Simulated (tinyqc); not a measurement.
Gate sweep: gated graphene: carriers, quantum capacitance and optical conductivity.

Cones E = +/- hv |k|, four flavours, D(E) = 2|E|/(pi hv^2). n = (2/pi)(kT/hv)^2 F_1(mu/kT), p = (2/pi)(kT/hv)^2 F_1(-mu/kT), in 1/angstrom^2 (1e16 for 1/cm^2); F_1(eta) = integral_0^infinity x dx/(1 + exp(x - eta)). Cq/e^2 = d(n - p)/d mu = (2 kT/(pi hv^2)) ln(2 + 2 cosh(mu/kT)).

Gate: V = mu/e + e (n - p)/Cox with Cox/e^2 = k/(4 pi e2 t), t in angstrom, e2 = e^2/(4 pi eps0); 1/(eV angstrom^2) in C/e^2 equals 1602.176634 microfarad/cm^2; total 1/C = 1/Cox + 1/Cq.

Constants: kB = 8.617333262e-05 eV/K; e^2/(4 pi eps0) = 14.39964547 eV angstrom.

Inputs chosen for the exercise (Fermi velocity near that of graphene, gate dielectric near SiO2; not measured data): hv = 6.52 eV angstrom (hbar vF); T = 150 K; k = 4 (dielectric constant of the gate layer); t = 285 nm (its thickness).

Results:

| V (V) | mu (eV) | n - p (1/cm^2) | n + p (1/cm^2) | Cq (microfarad/cm^2) | C/Cox | Cox V/e (1/cm^2) |
|---|---|---|---|---|---|---|
| 0 | 0.0000 | 0 | 4.12e+10 | 0.430 | 0.972 | 0 |
| 0.58 | 0.0151 | 4.38e+10 | 5.83e+10 | 0.531 | 0.977 | 4.50e+10 |
| 1.5 | 0.0320 | 1.14e+11 | 1.18e+11 | 0.818 | 0.985 | 1.16e+11 |
| 3.9 | 0.0586 | 2.98e+11 | 2.98e+11 | 1.41 | 0.991 | 3.02e+11 |
| 7.7 | 0.0857 | 5.91e+11 | 5.91e+11 | 2.06 | 0.994 | 5.97e+11 |
| 13 | 0.1131 | 1.00e+12 | 1.00e+12 | 2.71 | 0.995 | 1.01e+12 |
| 19 | 0.1378 | 1.46e+12 | 1.46e+12 | 3.31 | 0.996 | 1.47e+12 |
| 29 | 0.1712 | 2.24e+12 | 2.24e+12 | 4.11 | 0.997 | 2.25e+12 |
| 42 | 0.2067 | 3.24e+12 | 3.24e+12 | 4.96 | 0.998 | 3.26e+12 |

At neutrality n + p = 4.12e+10 1/cm^2 of thermal carriers remain and C/Cox = 0.972; at the last row C/Cox = 0.998 and the plain capacitor rule overstates n - p by 0.5 %. Between the last two rows mu goes as V^0.51; for |mu| well above kT the limits are 1/2 where Cox is small against Cq and 1 where it is large.

tinyqc: `OMP_NUM_THREADS=1 python tinyqc.py 1650712 1650713 out.jsonl`; about 0.01 s, one thread, shared Intel(R) Xeon(R) Processor @ 2.30GHz.
